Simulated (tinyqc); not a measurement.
# Charge pumping in an n-channel transistor, step by step

Numbers from tinyqc (`OMP_NUM_THREADS=1 python tinyqc.py 2030120 2030121 out.jsonl`; about 0.01 s on one thread of a shared Intel Xeon 2.30GHz). Printed values are rounded.

The gate is pulsed from accumulation to inversion and back. Energies E are counted from the intrinsic level; Dit(E) = D0 [1 + b (2 E/Eg)^2]. During each edge the traps near the bands emit their carriers, and those between Eh and Ee recombine once a cycle.

Values chosen for this exercise; band and dielectric values close to those of silicon: temperature T = 300 K; band gap Eg = 1.11 eV; conduction-band density of states at 300 K Nc = 2.83e19 cm^-3; valence-band density of states at 300 K Nv = 2.6e19 cm^-3; gate area A = 0.15 um^2; trap density at midgap D0 = 1.4e11 cm^-2 eV^-1; rise of the trap density towards the band edges b = 0; cross-section for electrons sn = 2e-15 cm^2; cross-section for holes sp = 6.8e-16 cm^2; thermal velocity at 300 K, one nominal value for electrons and holes vth = 1.8e7 cm/s; Vth - Vfb dV = 0.72 V; pulse height Va = 2.3 V; frequency f = 99000 Hz; rise time tr = 300 ns; fall time tf = 610 ns.

Constants: q = 1.602176634e-19 C, kB = 1.380649e-23 J/K, Vt = kB T/q. Results are converted to the units shown.

Range of the model: The Fermi levels of inversion and accumulation are taken to lie beyond Ee and Eh, the flat tops to fill all traps, and no geometric current is added.

## Emission levels

ni = sqrt(Nc Nv) exp(-Eg/(2 Vt)), Eg in volts; emission times te = (dV/Va) tf and th = (dV/Va) tr; Ee = -Vt ln(vth sn ni te), Eh = +Vt ln(vth sp ni th).

ni = 1.28763e10 cm^-3
te = 190.957 ns
th = 93.9130 ns
Ee = 0.241259 eV
Eh = -0.287495 eV

The window covers 47.6 % of the gap.

## Pumped charge and current

Nit = integral of Dit from Eh to Ee = D0 [Ee - Eh + 4 b (Ee^3 - Eh^3)/(3 Eg^2)], Qcp = q A Nit, Icp = f Qcp.

Nit = 7.40256e10 cm^-2
mean Dit = 1.4e11 cm^-2 eV^-1
traps pumped a cycle = 111.038
Icp = 1.76124 pA
